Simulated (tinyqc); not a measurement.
# Which input was changed?

Model: thermal and gravitational stress in a wafer during furnace and rapid thermal processing, and the onset of slip. Computed by tinyqc, a small Python program. Command: `OMP_NUM_THREADS=1 python tinyqc.py 3002055 3002056 out.jsonl slip which`. One thread of a shared host (Intel(R) Xeon(R) Processor @ 2.30GHz), about 0.05 s of CPU time with the checks.

A thin free disc in plane stress, isotropic; T(r) = T_centre + dT (r/R)^n with n = 2. Stress is positive in tension; sigma_SB = 5.670374419e-8 W/(m^2 K^4), g = 9.80665 m/s^2.

Inputs (values chosen for the exercise, modelled on silicon):

| quantity | value | unit |
|---|---|---|
| wafer radius R | 75 | mm |
| thickness t | 675 | micrometre |
| Young's modulus E | 155 | GPa |
| expansion alpha | 4.11 | 1e-6/K |
| edge less centre temperature dT | 11 | K |
| temperature T | 1375 | K |
| prefactor A of the critical stress | 0.0004 | MPa |
| energy U of the critical stress | 1.06 | eV |
| density rho | 2330 | kg/m^3 |
| heat capacity c | 943 | J/(kg K) |
| conductivity k | 23.8 | W/(m K) |
| wafer spacing s | 5.1 | mm |
| ramp rate | 31 | K/min |

Temperature profile: parabolic.

Constants: k_B = 8.617333262e-05 eV/K.

Method:
- With x = r/R: s_rr = alpha E dT (1 - x^n)/(n + 2), s_tt = alpha E dT [1 - (n + 1) x^n]/(n + 2).
- Critical resolved stress tau_c = A exp(U/(k_B T)), a form chosen for the exercise; slip when 0.492799 |s_tt(R)| > tau_c; allowed |dT| = tau_c (n + 2)/(0.492799 n alpha E).
- In a stack heated from the rim, heat flows inward by conduction and by radiation between wafers: k_eff = k + (16/3) sigma_SB T^3 s^2/t (a diffusion estimate with the spacing as path length). A steady ramp gives the parabolic lag dT = rho c (ramp) R^2/(4 k_eff); the allowed ramp uses n = 2.

Question. One of these inputs alone was changed, within the range given: Young's modulus E (77.5 to 310); edge less centre temperature dT (5.5 to 22); energy U of the critical stress (0.53 to 2.12); ramp rate (15.5 to 62). Which one, and to what value?

Results:

| run | hoop stress at the edge (MPa) | allowed ramp rate (K/min) | lag of the centre (K) |
|---|---|---|---|
| before | -3.503775 | 20.55070 | 29.51157 |
| after | -4.023690 | 17.89527 | 29.51157 |

Answer.

Each candidate set to reproduce hoop stress at the edge, and what it then gives:

| candidate | range searched | value needed | allowed ramp rate (K/min) | lag of the centre (K) |
|---|---|---|---|---|
| Young's modulus E (GPa) | 77.5 to 310 | 178.0 | 17.895 | 29.512 |
| edge less centre temperature dT (K) | 5.5 to 22 | 12.63 | 20.551 | 29.512 |
| energy U of the critical stress (eV) | 0.53 to 2.12 | no effect | - | - |
| ramp rate (K/min) | 15.5 to 62 | no effect | - | - |

Only Young's modulus E fits every result: it went from 155 to 178 GPa. The next best candidate, edge less centre temperature dT, misses one result by 15 %.
